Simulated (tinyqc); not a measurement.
Phonon-assisted absorption at an indirect gap: one step. The four branches at one energy. Two cases, with inputs chosen for the exercise.

Problem. Evaluate the occupations and each term.

alpha(E) = sum_j A_j [N_j (E - Eg + w_j)^2 + (N_j + 1)(E - Eg - w_j)^2], each bracket counted only where its base is positive; N_j = 1/(exp(w_j/kB T) - 1). The first term absorbs a phonon and the second emits one; excitons and direct transitions are left out.

Constants: kB = 8.617333262e-05 eV/K.

Case 1.

Values chosen (loosely those of AlAs at room temperature; Eg is not tied to T; not measured data):
- Eg = 2.187 eV (indirect gap, held fixed unless listed)
- w = (44.1, 13.2) meV (two zone-edge phonons)
- A = (3900, 1200) 1/(cm eV^2) (their strengths)
- T = 500 K
- E = 2.471 eV (photon energy)

Case 2.

Values chosen (loosely those of SiC at room temperature; Eg is not tied to T; not measured data):
- Eg = 3.225 eV (indirect gap, held fixed unless listed)
- w = (70.2, 48.1) meV (two zone-edge phonons)
- A = (2800, 600) 1/(cm eV^2) (their strengths)
- T = 400 K
- E = 3.269 eV (photon energy)

Give: N_j; terms with phonon absorption; terms with phonon emission; alpha; wavelength hc/E (hc = 1239.841984 eV nm).

Solution.

Case 1.

N_j: 0.5609  2.790

terms with phonon absorption (1/cm): 235.5  295.7

terms with phonon emission (1/cm): 350.3  333.5

alpha = 1215 1/cm
wavelength hc/E (hc = 1239.841984 eV nm) = 501.8 nm

Phonon absorption supplies 43.7 % of alpha; the depth 1/alpha is 8.23 micrometre.

Case 2.

N_j: 0.1500  0.3293

terms with phonon absorption (1/cm): 5.479  1.676

terms with phonon emission (1/cm): 0  0

alpha = 7.155 1/cm
wavelength hc/E (hc = 1239.841984 eV nm) = 379.3 nm

Phonon absorption supplies 100.0 % of alpha; the depth 1/alpha is 1.4e+03 micrometre.

Computed by tinyqc, one run a case: `OMP_NUM_THREADS=1 python tinyqc.py N N+1 out.jsonl` with N = 1682007, 1682126; one thread of a shared Intel(R) Xeon(R) Processor @ 2.30GHz, about 0.01 s a run at most.
